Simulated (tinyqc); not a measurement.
Comparisons within one model: Gamma, L and X subbands of a thin body with non-parabolic valleys. A value that a table varies takes the place of the one given here.

Hard walls, flat band, c = hbar^2/2m0, energies from the bulk Gamma edge. For a valley at angle theta to the normal 1/m_z = cos^2/ml + sin^2/mt and m_d = sqrt(ml mt^2/m_z). Subband n starts at E_v + e with e (1 + a e) = c (n pi/t)^2/m_z, and its density-of-states mass is taken as m_d (1 + 2 a e), without further growth at higher in-plane energy. Groups are named by valley and degeneracy.

n_i = g m/(2 pi c) kB T ln(1 + exp((EF - E_i)/kB T)), sum n_i = Ns (1e12/cm^2 = 1e-4/angstrom^2), c = hbar^2/2m0. Quantum capacitance Cq = 1602.176634 sum g m/(2 pi c) f_i in microfarad/cm^2 with f_i = 1/(1 + exp((E_i - EF)/kB T)); Cox = 34.5313/eot (one gate); C/Cox = Cq/(Cq + Cox), the centroid term left out.

Constants: hbar^2/2m0 = 3.80998211 eV angstrom^2; kB = 8.617333262e-05 eV/K.

Inputs chosen for the exercise (near those of a thin Ge channel; shifted at random, so the results belong to these values and not to a real crystal): face = 111 (surface); mG = 0.0384 m0 (Gamma mass); aG = 1.04 1/eV (Gamma non-parabolicity); EL = -0.135 eV (L edge above Gamma); mL = (1.55, 0.08) m0 (L valleys (four, along <111>): ml, mt); EX = 0.028 eV (X edge above Gamma); mX = (0.874, 0.198) m0 (Delta valleys (six, along <100>): ml, mt); aS = 0.54 1/eV (non-parabolicity of L and X); Ns = 7.7 x 1e12/cm^2 (sheet density); T = 300 K (temperature); eot = 7 angstrom (equivalent oxide thickness); ts = (20, 26, 34, 45, 60, 85, 130) angstrom (thicknesses); t = 38 angstrom (body thickness); Nl = (0.5, 1, 2, 4, 7, 11, 16) x 1e12/cm^2 (sheet densities).

## Thinning the body

Lowest edge of each valley type, the lowest group, the Gamma share and C/Cox, with n = 1 to 8 of all groups.

Results:

| t (angstrom) | Gamma (eV) | L (eV) | X (eV) | lowest | Gamma share (%) | C/Cox |
|---|---|---|---|---|---|---|
| 20 | 1.127 | -0.076 | 0.331 | L1 | 0.0 | 0.677 |
| 26 | 0.794 | -0.100 | 0.217 | L1 | 0.0 | 0.701 |
| 34 | 0.542 | -0.114 | 0.143 | L1 | 0.0 | 0.743 |
| 45 | 0.354 | -0.123 | 0.095 | L1 | 0.0 | 0.804 |
| 60 | 0.221 | -0.128 | 0.066 | L1 | 0.0 | 0.856 |
| 85 | 0.120 | -0.132 | 0.047 | L1 | 0.0 | 0.878 |
| 130 | 0.055 | -0.134 | 0.036 | L1 | 0.0 | 0.887 |

How do the results move?

From 130 down to 20 angstrom Gamma rises by 1.07 eV, L by 0.06 and X by 0.29 eV, the light Gamma mass moving most. L1 stays lowest throughout. The Gamma share stays near 0 %. C/Cox is 0.89 and 0.68 at the ends and lies between 0.68 and 0.89. Hard walls overstate the rise in the thinnest rows.

## Raising the sheet density

Fixed thickness, n = 1 to 8 of all groups; the gate overdrive above the lowest edge is (EF - E_lowest)/e + 0.1602177 Ns/Cox in volts.

Results:

| Ns (1e12/cm^2) | EF - lowest (eV) | Gamma share (%) | Cq | C/Cox | overdrive (V) |
|---|---|---|---|---|---|
| 0.5 | -0.013 | 0.0 | 2.56 | 0.342 | 0.003 |
| 1.0 | 0.010 | 0.0 | 4.41 | 0.472 | 0.042 |
| 2.0 | 0.038 | 0.0 | 7.05 | 0.588 | 0.103 |
| 4.0 | 0.074 | 0.0 | 10.58 | 0.682 | 0.204 |
| 7.0 | 0.112 | 0.0 | 14.96 | 0.752 | 0.340 |
| 11.0 | 0.147 | 0.0 | 22.60 | 0.821 | 0.505 |
| 16.0 | 0.175 | 0.0 | 36.56 | 0.881 | 0.695 |

What can be read from the table?

The lowest subband is L1 n=1; the light Gamma level lies 577 meV above it, above that valley in the bulk already and lifted further by confinement. At the highest density band filling takes 0.175 V of the 0.695 V overdrive. Cq grows from 2.6 to 36.6 microfarad/cm^2 while EF moves from -0.013 to +0.175 eV against the lowest edge; the Gamma share stays near 0 %.

## What each parameter does

n = 1 to 8 of all groups. Each row changes one parameter from the base and keeps the others.

Results:

| case | lowest edge (eV) | EF (eV) | Gamma share (%) | C/Cox |
|---|---|---|---|---|
| base | -0.118 | 0.001 | 0.0 | 0.766 |
| t = 32 angstrom | -0.112 | 0.025 | 0.0 | 0.731 |
| mG = 0.0442 m0 | -0.118 | 0.001 | 0.0 | 0.766 |
| aG = 0.73 1/eV | -0.118 | 0.001 | 0.0 | 0.766 |
| EL = -0.085 eV | -0.068 | 0.041 | 0.0 | 0.805 |
| Ns = 11.6 x 1e12/cm^2 | -0.118 | 0.033 | 0.0 | 0.830 |
| eot = 5 angstrom | -0.118 | 0.001 | 0.0 | 0.700 |
| T = 250 K | -0.118 | 0.006 | 0.0 | 0.756 |

How do the results move?

The largest shifts from the base row, up to three for each result and ties (the steps differ in size, so this ranks the rows, not the parameters). lowest edge (eV): EL +0.050, t +0.007; unchanged at the printed digits by mG, aG, Ns, eot and T. EF (eV): EL +0.040, Ns +0.032, t +0.023; unchanged at the printed digits by mG, aG and eot. Gamma share (%): unchanged at the printed digits by t, mG, aG, EL, Ns, eot and T. C/Cox: eot -0.066, Ns +0.064, EL +0.040; unchanged at the printed digits by mG and aG.

tinyqc: `OMP_NUM_THREADS=1 python tinyqc.py 1251054 1251055 out.jsonl`; about 0.02 s, one thread, shared Intel(R) Xeon(R) Processor @ 2.30GHz.
